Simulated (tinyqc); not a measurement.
Gain against bias and Miller's formula: avalanche multiplication and breakdown of a junction from ionisation integrals. Computed by tinyqc, a small Python program. Command: `OMP_NUM_THREADS=1 python tinyqc.py 3014178 3014179 out.jsonl impact walk`. One thread of a shared host (Intel(R) Xeon(R) Processor @ 2.30GHz), about 0.01 s of CPU time with the checks.

Ionisation coefficients follow the local field. Position x runs through the depletion layer from the p side (x = 0), where electrons enter, to the n side (x = w), where holes enter. The built-in voltage is neglected.

Inputs (values chosen for the exercise, modelled on GaAs):
```
quantity                              value    unit
electron prefactor a_n               196000    1/cm
electron field b_n                   562000    V/cm
hole prefactor a_p                   212000    1/cm
hole field b_p                       671000    V/cm
exponent c                              1.8       -
permittivity eps                       12.9       -
doping N of the lightly doped side  3.7e+16  1/cm^3
```

Junction: one-sided abrupt p+n.

Constants: e = 1.602176634e-19 C; eps_0 = 8.8541878128e-12 F/m.

Method:
- alpha_n = a_n exp(-(b_n/F)^c), alpha_p = a_p exp(-(b_p/F)^c).
- Field F = F_m (1 - s), w = eps eps_0 F_m/(e N), V = F_m w/2, with s = x/w (the peak lies at the p+ side).
- With Phi(x) = int_0^x (alpha_n - alpha_p) dx': 1 - 1/M_n = I_n = int_0^w alpha_n exp(-Phi) dx and M_p = M_n exp(-Phi(w)); trapezoid rule on 401 even points; breakdown at I_n = 1.
- Solve I_n(F_m) = 1.
- Miller's exponent n is defined by 1 - 1/M = (V/V_B)^n for the larger M.

breakdown voltage = 23.8845 V

critical field F_m = 0.497920 MV/cm

Gain:
```
V/V_B   V (V)  F_m (MV/cm)     M_n     M_p  Miller exponent n
0.50   11.942      0.35208   1.237   1.086             2.3856
0.60   14.331      0.38569   1.475   1.199             2.2180
0.70   16.719      0.41659   1.903   1.421             2.0894
0.80   19.108      0.44535   2.791   1.907             1.9878
0.90   21.496      0.47237   5.498   3.434             1.9055
0.95   22.690      0.48531  10.933   6.532             1.8700
0.98   23.407      0.49292  27.254  15.859             1.8503
0.99   23.646      0.49542  54.461  31.413             1.8440
```

The larger gain passes 2 between 0.700 and 0.800 of V_B and reaches 54.5 at 0.99. Miller's exponent runs from 1.8 to 2.4, so it is not a constant: a fit holds over a narrow range only. From the first row to the last the voltage grows by a factor 1.98 and the peak field by 1.41.

Extremes, crossings and ranges named in words are read from the listed rows.
